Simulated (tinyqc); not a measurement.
# The time step

Model: Cahn-Hilliard equation on a periodic one-dimensional grid. Computed by tinyqc, a small Python program. Command: `OMP_NUM_THREADS=1 python tinyqc.py 3023384 3023385 out.jsonl cahn sweep`. One thread of a shared host (Intel(R) Xeon(R) Processor @ 2.30GHz), about 0.1 s of CPU time with the checks.

Free energy F = h sum_j [A (c_j^2 - 1)^2/4 + (kappa/2) ((c_(j+1) - c_j)/h)^2]; dc/dt = Lap(mu), mu = A (c^3 - c) - kappa Lap(c), Lap(y)_j = (y_(j+1) - 2 y_j + y_(j-1))/h^2, mobility 1; the grid has n = 16 points.

Inputs (values chosen for the exercise, in reduced units):

| quantity | value | unit |
|---|---|---|
| spacing h | 1.4 | - |
| well depth A | 0.77 | - |
| gradient coefficient kappa | 0.84 | - |
| mean composition c0 | 0.2 | - |
| noise amplitude | 0.05 | - |
| end time | 100 | - |

Scheme: semi-implicit Fourier.

random numbers: 0.017  -0.416  0.077  -0.619  0.729  0.876  0.324  0.444  0.894  -0.936  0.796  -0.455  0.837  -0.841  -0.928  -0.373

Method:
- f'' = A (3 c0^2 - 1). Mode m has lambda_m = (4/h^2) sin^2(pi m/n) and the rate w_m = -lambda_m (f'' + kappa lambda_m). In the continuum the fastest wavelength is 2 pi sqrt(2 kappa/|f''|) with the rate f''^2/(4 kappa). Explicit steps near c = +-1, where f'' = 2A, are stable for dt < 2/(16 kappa/h^4 + 8 A/h^2).
- Start: c_j = c0 + amplitude x (z_j - mean of z).
- With Fourier components y_m = sum_j y_j exp(-2 pi i j m/n): c_m(new) = [c_m - dt lambda_m N_m]/(1 + dt kappa lambda_m^2), N = A (c^3 - c), lambda_m = (4/h^2) sin^2(pi m/n).
- Run to the end time; break off if |c| exceeds 3 or F has risen by more than 1e-9 in more than 30 steps. Domains = stretches with c > c0.

One run for each value:

| time step dt | F at the end | F after one step | explicit limit of dt |
|---|---|---|---|
| 0.13 | 2.8238 | 3.9758 | 0.30114 |
| 0.22 | 2.8226 | 3.9752 | 0.30114 |
| 0.35 | 2.8210 | 3.9746 | 0.30114 |
| 0.57 | 2.8181 | 3.9740 | 0.30114 |
| 0.92 | 2.8118 | 3.9735 | 0.30114 |
| 1.50 | 2.7968 | 3.9730 | 0.30114 |
| 2.40 | 2.7646 | 3.9726 | 0.30114 |

Over the rows, F at the end falls from 2.82 to 2.76 (exponent d ln y / d ln x -7.9e-4 between the first rows and -0.025 between the last); F after one step falls from 3.9758 to 3.9726 (exponent d ln y / d ln x -3.2e-4 between the first rows and -2.3e-4 between the last); explicit limit of dt does not change. Against the smallest step the final F differs by at most 2.1 %: the implicit fourth-order term lets dt pass the explicit limit, but the largest steps are no longer accurate.

Extremes, crossings and ranges named in words are read from the listed rows.
